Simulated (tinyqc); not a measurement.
From results back to parameters: effective work function and flat-band voltage of a metal/high-k/SiO2/Si stack with a dipole layer. Four cases, with inputs chosen for the exercise.

Problem. Three stacks with (t1, t2) = (8, 20), (30, 20) and (8, 60) angstrom have the flat-band voltages below. VFB = W0 - (chi + dEF) - 4 pi e2 [Q1 EOT + Q2 x2]/3.9 with x2 = t2 3.9/eps2, EOT = t1 + x2, e2 = e^2/4 pi eps0, 1 cm^-2 = 1e-16 angstrom^-2; W0 is the work function with the dipole step.

Constants: e^2/(4 pi eps0) = 14.39964547 eV angstrom.

Case 1.

Values chosen (out of a larger set: a stack on Si capped with a lanthanum-like oxide; not measured data): chi = 4.046 eV (electron affinity of the channel); dEF = 0.713 eV (Ec - EF in the channel); eps = (3.9, 17.7) (their dielectric constants).

VFB (V): -0.4691687  -0.4834592  -0.3971971

Case 2.

Values chosen (out of a larger set: a stack on Si capped with an yttrium-like oxide; not measured data): chi = 4.046 eV (electron affinity of the channel); dEF = 0.195 eV (Ec - EF in the channel); eps = (3.9, 22.1) (their dielectric constants).

VFB (V): 0.5039861  0.4907163  0.4309505

Case 3.

Values chosen (out of a larger set: a stack on Si capped with a lanthanum-like oxide; not measured data): chi = 4.046 eV (electron affinity of the channel); dEF = 0.19 eV (Ec - EF in the channel); eps = (3.9, 27.9) (their dielectric constants).

VFB (V): 0.0261304  -0.0524674  0.0173098

Case 4.

Values chosen (out of a larger set: a stack on Si capped with an yttrium-like oxide; not measured data): chi = 4.043 eV (electron affinity of the channel); dEF = 0.797 eV (Ec - EF in the channel); eps = (3.9, 20.9) (their dielectric constants).

VFB (V): -0.6654821  -0.6072993  -0.6744864

Find: Q1; Q2; W0.

Solution. The first two stacks differ in t1 alone and give Q1; the first and third give Q1 + Q2; W0 follows from any of them.

Case 1.

Q1 = 1.4e+11 e/cm^2
Q2 = -1.9e+12 e/cm^2
W0 = 4.259 eV

Case 2.

Q1 = 1.3e+11 e/cm^2
Q2 = 2.1e+12 e/cm^2
W0 = 4.786 eV

Case 3.

Q1 = 7.7e+11 e/cm^2
Q2 = -4.3e+11 e/cm^2
W0 = 4.295 eV

Case 4.

Q1 = -5.7e+11 e/cm^2
Q2 = 8.3e+11 e/cm^2
W0 = 4.158 eV

Computed by tinyqc, one run a case: `OMP_NUM_THREADS=1 python tinyqc.py N N+1 out.jsonl` with N = 1851112, 1851113, 1851146, 1851148; one thread of a shared Intel(R) Xeon(R) Processor @ 2.30GHz, about 0.01 s a run at most.
